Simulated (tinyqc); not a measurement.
Collinear exchange A + BC -> AB + C on a London-Eyring-Polanyi-Sato surface: saddle, string of images and rate: one step, computed by the program tinyqc.

x = r(AB), y = r(BC), r(AC) = x + y. V is counted from separated atoms, the barrier from A + BC, that is V + D(BC).

Task: One point of the surface. For each pair, with u = exp(-beta (r - r0)): Q = D [(3 + S) u^2 - (2 + 6 S) u]/(4 (1 + S)), J = D [(1 + 3 S) u^2 - (6 + 2 S) u]/(4 (1 + S)); V = Q1 + Q2 + Q3 - sqrt(((J1 - J2)^2 + (J2 - J3)^2 + (J3 - J1)^2)/2). Take x = r0(AB) + 0.3 and y = r0(BC) + 0.1 angstrom.

Inputs (values chosen for the exercise, for a model exchange):
```
quantity          value        unit
D(AB)              3.34          eV
r0(AB)                1    angstrom
beta(AB)           1.93  1/angstrom
D(BC)              3.66          eV
r0(BC)            0.875    angstrom
beta(BC)           2.07  1/angstrom
D(AC)              2.74          eV
r0(AC)             1.32    angstrom
beta(AC)           1.62  1/angstrom
Sato parameter S   0.17           -
```

Give: the table «Pair terms» with the columns u, Q (eV), J (eV), for pair = AB, BC, AC; V.

Result:

Pair terms:
```
pair       u   Q (eV)  J (eV)
AB    0.5605  -0.4973  -2.197
BC    0.8130  -0.2815  -3.251
AC    0.2129  -0.2923  -0.750
```

V = -3.246 eV
